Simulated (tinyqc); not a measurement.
# Electron continuity equation in a given potential, Scharfetter-Gummel discretisation: current and errors against the applied potential

Steady state in one dimension: J = q mu n E + q D dn/dx with E = -dpsi/dx and D = mu Vt, dJ/dx = 0, fixed densities nL and nR at the ends. The potential is given, psi = U x/L, and is not changed by the electrons.

11 equal intervals. Fluxes J_i = (q D/h)(n_(i+1) P_i - n_i Q_i), d_i = (psi_(i+1) - psi_i)/Vt: Scharfetter-Gummel P = B(d), Q = B(-d), B(d) = d/(exp(d) - 1); central P = 1 - d/2, Q = 1 + d/2; upwind P = 1 + max(-d, 0), Q = 1 + max(d, 0). Balance at each inner node: J_i - J_(i-1) = 0. The reference is Scharfetter-Gummel on 4000 intervals or more. Errors are those of J on the first interval against the reference at its midpoint; errors under 1e-6 % are printed as 0.

Values chosen for this exercise; mobility close to that of cadmium telluride at room temperature: temperature T = 400 K; electron mobility mu = 1020 cm^2/(V s); length of the region L = 2.7 um; density at x = 0 nL = 3.3e13 cm^-3; density at x = L nR = 6.6e14 cm^-3.

Constants: q = 1.602176634e-19 C, kB = 1.380649e-23 J/K, Vt = kB T/q. Results are converted to the units shown.

Results:

| U (V) | largest \|d\| | reference J (A/cm^2) | SG error (%) | central error (%) | upwind error (%) | most negative central n (cm^-3), 0 if none |
|---|---|---|---|---|---|---|
| -0.019 | 0.05011 | 17.40 | 0 | -0.0153 | 1.82 | 0 |
| -0.076 | 0.2004 | 33.93 | 0 | -0.0875 | 2.62 | 0 |
| -0.19 | 0.5011 | 76.19 | 0 | -0.0435 | 0.714 | 0 |
| -0.57 | 1.503 | 227.7 | 0 | -6.20e-6 | 3.92e-3 | 0 |
| -0.83 | 2.189 | 331.6 | 0 | 0 | 2.74e-4 | 0 |
| -1.1 | 2.901 | 439.4 | 0 | 0 | 2.98e-5 | 0 |
| -1.7 | 4.484 | 679.1 | 0 | -2.48e-3 | 0 | 0 |

Estimate the missing row, U = -0.38 V.

Computed row:

| U (V) | largest \|d\| | reference J (A/cm^2) | SG error (%) | central error (%) | upwind error (%) | most negative central n (cm^-3), 0 if none |
|---|---|---|---|---|---|---|
| -0.38 | 1.002 | 151.8 | 0 | -1.03e-3 | 0.0443 | 0 |

With this row back in the table: The reference current rises from 17.4 to 679 A/cm^2. The largest errors in size are 0 % (Scharfetter-Gummel), 0.088 % (central) and 2.6 % (upwind).

Numbers from tinyqc (`OMP_NUM_THREADS=1 python tinyqc.py 2220014 2220015 out.jsonl`; about 0.01 s on one thread of a shared Intel Xeon 2.30GHz).
